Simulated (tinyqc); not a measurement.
Band folding and unfolding in a supercell of a chain: one step. Levels and unfolding weights. Three cases, with inputs chosen for the exercise.

Problem. Diagonalise and project each state on the k_m.

A chain with hopping -t and n = 6 sites a supercell. H(K) has v_j on the diagonal, -t between neighbours and -t exp(2 pi i K) on the bond that closes the cell (from the last site to the first of the next cell). The point K holds the n wave vectors k_m = (K + m)/n of the primitive zone, in 2 pi/a, m = 0 to n - 1, with E0 = -2t cos(2 pi k_m). The unfolding weight of a state c on k_m is |sum_j c_j exp(-2 pi i k_m j)|^2/n, j = 0 to n - 1.

Give: levels; weights.

Case 1.

Values chosen: Kq = 0.14 2 pi/(n a) (wave vector in the small zone).

H (eV), lower triangle (Hermitian):
```
                     1          2          3          4          5
1             0.442000
2            -1.700000   0.221000
3                    0  -1.700000  -0.221000
4                    0          0  -1.700000  -0.442000
5                    0          0          0  -1.700000  -0.221000
6  -1.083621-1.309873i          0          0          0  -1.700000

          6
6  0.221000
```

Solution.

levels (eV): -3.4236  -2.0899  -1.2426  1.2426  2.0899  3.4236

weights:
```
     level 1  level 2  level 3  level 4  level 5  level 6
m=0    0.962    0.027    0.011    0.000    0.000    0.000
m=1    0.010    0.002    0.984    0.000    0.004    0.000
m=2    0.000    0.000    0.004    0.001    0.967    0.028
m=3    0.000    0.000    0.000    0.011    0.027    0.962
m=4    0.000    0.004    0.000    0.984    0.002    0.010
m=5    0.028    0.967    0.001    0.004    0.000    0.000
```

The purest state keeps 98.4 % on one k and the most mixed (level 1 and 6) 96.2 %; rows and columns each add to one.

Case 2.

Values chosen: Kq = 0.26 2 pi/(n a) (wave vector in the small zone).

H (eV), lower triangle (Hermitian):
```
                    1          2          3          4          5
1            0.640000
2           -1.450000          0
3                   0  -1.450000          0
4                   0          0  -1.450000          0
5                   0          0          0  -1.450000          0
6  0.091046-1.447139i          0          0          0  -1.450000

   6
6  0
```

Solution.

levels (eV): -2.7107  -1.9698  -0.6175  0.8274  2.1769  2.9337

weights:
```
     level 1  level 2  level 3  level 4  level 5  level 6
m=0    0.981    0.015    0.002    0.001    0.000    0.001
m=1    0.002    0.007    0.984    0.005    0.001    0.001
m=2    0.000    0.001    0.001    0.007    0.965    0.026
m=3    0.000    0.000    0.001    0.003    0.028    0.968
m=4    0.001    0.001    0.006    0.983    0.005    0.004
m=5    0.016    0.976    0.005    0.001    0.001    0.001
```

The purest state keeps 98.4 % on one k and the most mixed (level 5) 96.5 %; rows and columns each add to one.

Case 3.

Values chosen: Kq = 0.15 2 pi/(n a) (wave vector in the small zone).

H (eV), lower triangle (Hermitian):
```
                     1          2          3          4          5
1            -0.610000
2            -0.840000   0.610000
3                    0  -0.840000  -0.610000
4                    0          0  -0.840000  -0.610000
5                    0          0          0  -0.840000   0.610000
6  -0.493740-0.679574i          0          0          0  -0.840000

           6
6  -0.610000
```

Solution.

levels (eV): -1.9735  -1.5070  -0.7083  0.1692  1.1943  1.6053

weights:
```
     level 1  level 2  level 3  level 4  level 5  level 6
m=0    0.964    0.000    0.000    0.004    0.032    0.000
m=1    0.000    0.227    0.736    0.000    0.000    0.036
m=2    0.014    0.000    0.000    0.288    0.698    0.000
m=3    0.000    0.003    0.060    0.000    0.000    0.936
m=4    0.022    0.000    0.000    0.709    0.270    0.000
m=5    0.000    0.770    0.203    0.000    0.000    0.027
```

The purest state keeps 96.4 % on one k and the most mixed (level 5) 69.8 %; rows and columns each add to one.

Computed by tinyqc, one run a case: `OMP_NUM_THREADS=1 python tinyqc.py N N+1 out.jsonl` with N = 1480255, 1480328, 1481208; one thread of a shared Intel(R) Xeon(R) Processor @ 2.30GHz, about 0.01 s a run at most.
